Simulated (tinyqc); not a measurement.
Modulation-doped quantum well, Poisson-Schroedinger loop: one step of the calculation.

A well of width L centred at z = 0 between barriers Vb; effective-mass electrons, parabolic bands. The electrons come from donor sheets outside the mesh, a share fL of Ns on the left and the rest on the right, so the structure is neutral. Energies are counted from the band edge of the well, with U = 0 on the first node in the Hartree part.

Task. Fermi level and occupations. Level k holds N_k = D_k Vt ln(1 + exp((EF - E_k)/Vt)) with D = md m0 q/(pi hbar^2) per eV (spin included); EF is fixed by sum N_k = Ns.

Inputs (values chosen for the exercise); material values those of a made-up well: temperature T = 300 K; in-plane mass md = 0.0245 m0; sheet density of electrons Ns = 8.7e11 cm^-2.

Constants: q = 1.602176634e-19 C, kB = 1.380649e-23 J/K, hbar = 1.054571817e-34 J s, m0 = 9.1093837015e-31 kg, Vt = kB T/q. Results are converted to the units shown.

levels (eV): E1 0.06159559, E2 0.28361732, E3 0.70454907

Give: EF; N_k.

Result.

EF = 0.1455 eV
N_k (cm^-2): E1 8.687e11, E2 1.262e9, E3 107.4

Computed by the program tinyqc: `OMP_NUM_THREADS=1 python tinyqc.py 2140027 2140028 out.jsonl`, one thread of a shared Intel Xeon 2.30GHz, about 0.2 s for the whole run.
